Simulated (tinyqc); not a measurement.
# From one set of inputs to another, one input at a time

Model: Bloch-Grueneisen resistivity of a metal. Computed by tinyqc, a small Python program. Command: `OMP_NUM_THREADS=1 python tinyqc.py 3020876 3020877 out.jsonl bg ladder`. One thread of a shared host (Intel(R) Xeon(R) Processor @ 2.30GHz), about 0.01 s of CPU time with the checks.

Electrons scatter from a Debye spectrum of phonons (n = 5 for scattering within one band, n = 3 for scattering into a second, heavy band) and from static defects.

The inputs printed are set A. Set A is modelled on copper; the values taken over come from a set modelled on tungsten. Inputs not listed in the table keep their values of set A, so the rows need not describe a real material.

Inputs (values chosen for the exercise, modelled on copper):
```
quantity                      value         unit
exponent n                        5            -
Debye temperature Theta         331            K
transport coupling lambda_tr   0.11            -
Drude plasma energy hbar w_p      9           eV
residual resistivity rho_0      1.4  microohm cm
temperature T                   600            K
```

Addition: none.

Constants: k_B = 1.380649e-23 J/K; hbar = 1.054571817e-34 J s; eps_0 = 8.8541878128e-12 F/m; hbar = 6.582119569e-16 eV s; k_B = 8.617333262e-05 eV/K.

Method:
- J_n(y) = int_0^y x^n e^x/(e^x - 1)^2 dx, by 96 Gauss-Legendre points (upper limit at most 60).
- rho_ph = (n - 1) rho_1 (T/Theta)^n J_n(Theta/T), with rho_1 = 2 pi lambda_tr k_B Theta/(hbar eps_0 w_p^2), the high-temperature line at T = Theta.
- Matthiessen's rule: rho = rho_0 + rho_ph.
- Temperature coefficient (1/rho) d rho/dT by a central difference of +/- 0.5 K; residual ratio rho(295 K)/rho(4.2 K); scattering time tau = 1/(eps_0 w_p^2 rho); Wiedemann-Franz kappa = L_0 T/rho, L_0 = (pi^2/3)(k_B/e)^2.

Each row keeps all changes above it:
```
input moved                               from      to  resistivity rho (microohm cm)  temperature coefficient (1e-3/K)  residual resistance ratio
set A                                        -       -                          4.625                             1.201                        2.1
residual resistivity rho_0 (microohm cm)   1.4  0.0079                          3.233                             1.718                      191.5
Drude plasma energy hbar w_p (eV)            9     6.7                          5.827                             1.720                      344.7
Debye temperature Theta (K)                331     346                          5.818                             1.726                      342.5
temperature T (K)                          600     373                          3.516                             2.926                      342.5
transport coupling lambda_tr              0.11     0.2                          6.387                             2.929                      621.9
```

Resistivity rho goes from 4.62 to 6.39, a factor 1.38 in all. The largest single move comes from transport coupling lambda_tr (a factor 1.82), and temperature T works against it (a factor 0.604). Temperature coefficient goes from 1.20 to 2.93, a factor 2.44 in all. The largest single move comes from temperature T (a factor 1.70). Residual resistance ratio goes from 2.07 to 622, a factor 300 in all. The largest single move comes from residual resistivity rho_0 (a factor 92.3). The single moves hold for this order of the switches; the total does not depend on the order.

Extremes, crossings and ranges named in words are read from the listed rows.
